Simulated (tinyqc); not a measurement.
# Worked calculation: a finite superlattice with mass mismatch, transfer matrices

Computed by the program tinyqc: `OMP_NUM_THREADS=1 python tinyqc.py 2560004 2560005 out.jsonl`, one thread of a shared Intel Xeon 2.30GHz, about 0.01 s for the whole run. Printed values are rounded.

One electron of energy E comes from the left lead (band edge 0); no transverse momentum. Parabolic bands, masses in units of m0, C = hbar^2/(2 m0); psi and psi'/m are continuous at every interface. N periods of a barrier d1 followed by a well Lw; the right lead equals the left one.

Values chosen for this exercise; masses and offsets close to those of InGaAs wells and InAlAs barriers:
- mL = 0.04 m0 (mass in the left lead)
- U1 = 0.51 eV (barrier height)
- m1 = 0.077 m0 (barrier mass)
- d1 = 1.5 nm (barrier width)
- Lw = 6.2 nm (well width (edge 0, mass mL))
- N = 8 (number of periods)
- E = 0.788 eV (electron energy)

Constants: q = 1.602176634e-19 C, hbar = 1.054571817e-34 J s, m0 = 9.1093837015e-31 kg, hbar^2/(2 m0) = 0.0380998212 eV nm^2. Results are converted to the units shown.

Range of the model: Masses are held fixed, although real bands cease to be parabolic a few tenths of an eV from their edges (inside a barrier too).

## Wave numbers

k = sqrt(m (E - U)/C) where E > U, K = sqrt(m (U - E)/C) where E < U; v = k/m in the leads.

Layers:
```
   U (eV)  m (m0)  d (nm)  k or K (1/nm)  which
1    0.51   0.077     1.5       0.749560      k
2       0    0.04     6.2       0.909561      k
```

vL = 22.7390 1/nm
vR = 22.7390 1/nm

## Matrices of the layers

For the pair (psi, psi'/m) a flat layer has M = [[cos kd, (m/k) sin kd], [-(k/m) sin kd, cos kd]] with k = sqrt(m (E - U)/C) above its edge U, and M = [[cosh Kd, (m/K) sinh Kd], [(K/m) sinh Kd, cosh Kd]] with K = sqrt(m (U - E)/C) below it. M12 is in nm, M21 in 1/nm.

M of layer 1:
```
          1          2
1  0.431772  0.0926579
2  -8.78039   0.431772
```

M of layer 2:
```
          1           2
1  0.799755  -0.0264007
2   13.6508    0.799755
```

## Product of the matrices

The matrix of the later layer stands to the left: M = M_n ... M_2 M_1; det M = 1.

M of one period:
```
          1          2
1  0.577121  0.0627045
2  -1.12811    1.61017
```

## N periods by the Chebyshev identity

x = (M11 + M22)/2 of one period. For |x| < 1 the energy lies in a miniband and cos(th) = x; for |x| > 1 it lies in a gap and cosh(g) = |x|. M^N = U_(N-1)(x) M - U_(N-2)(x) 1, with U_n = sin((n + 1) th)/sin th in a band and sign(x)^n sinh((n + 1) g)/sinh g in a gap.

x = 1.09365
g = 0.429463
U_(N-1) = 35.0294
U_(N-2) = 22.7670

M^N:
```
          1        2
1  -2.55078  2.19650
2  -39.5169  33.6364
```

The energy lies in a gap: for large N each further period divides T(E) by exp(2 g) = 2.36.

## Transmission and reflection

The matrix M carries (psi, psi'/m) across the stack, and v = k/m in each lead. psi = 1 + r at the left edge (incident amplitude 1) and t at the right edge. With det M = 1, a = i vR M11 - M21 and b = -vL vR M12 - i vL M22: t = 2 i vL/(a - b), r = -(a + b)/(a - b), T(E) = (vR/vL) |t|^2, R(E) = |r|^2.

t = 0.0170914+0.0284169i
r = 0.994212+0.102188i
T(E) = 0.00109964
R(E) = 0.998900

T(E) + R(E) = 1: the current is conserved.
